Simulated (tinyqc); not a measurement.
Undoped symmetric double-gate MOSFET, analytic potential model: one step of the calculation.

An undoped body of thickness ts between two equal insulators and tied gates; long channel, electrons only, n = ni exp((psi - V)/Vt) with V the quasi-Fermi potential (0 at the source, Vd at the drain), constant mobility, no quantisation. Across the body psi(x) = V - 2 Vt ln[(ts/(2 beta)) sqrt(q ni/(2 eps0 eps_r Vt)) cos(2 beta x/ts)], x from the centre. Q is the electron charge per area of the whole body.

Task. Constants of the body. ni = sqrt(Nc Nv) exp(-Eg/(2 Vt)), Eg in volts; r = eps_r tox/(eox ts); V0 = dphi + 2 Vt ln[(2/ts) sqrt(2 eps0 eps_r Vt/(q ni))].

Values chosen for this exercise; material values those of a made-up semiconductor:
```
symbol    value   unit                                             meaning
T           300      K                                         temperature
Eg        0.869     eV                                            band gap
eps_r      13.4                 relative permittivity of the semiconductor
Nc      2.63e17  cm^-3              conduction-band density of states at T
Nv      9.19e18  cm^-3                 valence-band density of states at T
eox          25                relative permittivity of the gate insulator
tox          14     nm                                 insulator thickness
ts           15     nm                                      body thickness
dphi       0.08      V  gate work function less that of the intrinsic body
```

Constants: q = 1.602176634e-19 C, kB = 1.380649e-23 J/K, Vt = kB T/q, eps0 = 8.8541878128e-14 F/cm where lengths are in cm. Results are converted to the units shown.

Give: ni; r; V0.

Result.

ni = 7.8047e10 cm^-3
r = 0.50027
V0 = 0.49315 V

tinyqc, about 0.02 s, one thread, Intel Xeon 2.30GHz (shared host): `OMP_NUM_THREADS=1 python tinyqc.py 2440110 2440111 out.jsonl`
